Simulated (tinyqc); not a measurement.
Effect of the position of a charge sheet.

One sheet of 1.6e11 cm^-2 lies at the depth x from the gate; it shifts Vfb by -(q/eps0) Q s, with s = x/e2 in layer 2 and t2/e2 + (x - t2)/e1 in layer 1, and it induces the share s/(t1/e1 + t2/e2) of its image in the semiconductor.

Parameters, values chosen for the exercise:

| symbol | value | unit | meaning |
|---|---|---|---|
| t1 | 1.2 | nm | thickness of layer 1, next to the semiconductor |
| e1 | 4.03 |  | relative permittivity of layer 1 |
| t2 | 4.7 | nm | thickness of layer 2, next to the gate |
| e2 | 21.5 |  | relative permittivity of layer 2 |

Constants: q = 1.602176634e-19 C, eps0 = 8.8541878128e-14 F/cm where lengths are in cm. Results are converted to the units shown.

Effect of the position of a charge sheet:
```
x (nm)	shift (mV)	image in the semiconductor (%)
0	0	0
0.74	-0.9965	6.665
1.48	-1.993	13.33
2.21	-2.976	19.91
2.95	-3.973	26.57
3.69	-4.969	33.24
4.43	-5.966	39.90
5.16	-9.634	64.44
5.9	-14.95	100.0
```

The shift grows from 0 at the gate to -15.0 mV at the semiconductor, by -1.35 mV/nm in layer 2 and -7.18 mV/nm in layer 1, the ratio of the permittivities. A sheet between the layers has 42.3 % of its full effect.

Numbers from tinyqc (`OMP_NUM_THREADS=1 python tinyqc.py 2010103 2010104 out.jsonl`; about 0.01 s on one thread of a shared Intel Xeon 2.30GHz).
